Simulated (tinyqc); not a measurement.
## Slope factor and drain-induced lowering from three currents

Inverse problem. With source and body at 0 V, I = A exp((Vg + dd Vd)/(nf Vt)) (1 - exp(-Vd/Vt)). Find nf, the swing nf Vt ln 10 and dd.

Values chosen for this exercise: temperature T = 330 K.

Constants: q = 1.602176634e-19 C, kB = 1.380649e-23 J/K, Vt = kB T/q. Results are converted to the units shown.

currents at (Vg, Vd) = (0, 0.05), (0, 0.7) and (0.1, 0.7) V (nA/um): [0.021515107, 0.32951533, 5.3696193]

Answer. The pair at equal Vd gives nf; the pair at equal Vg, after dividing out the factors 1 - exp(-Vd/Vt), gives dd.

nf = 1.26
swing = 82.5 mV/decade
dd = 0.140

Numbers from tinyqc (`OMP_NUM_THREADS=1 python tinyqc.py 2242156 2242157 out.jsonl`; about 0.03 s on one thread of a shared Intel Xeon 2.30GHz).
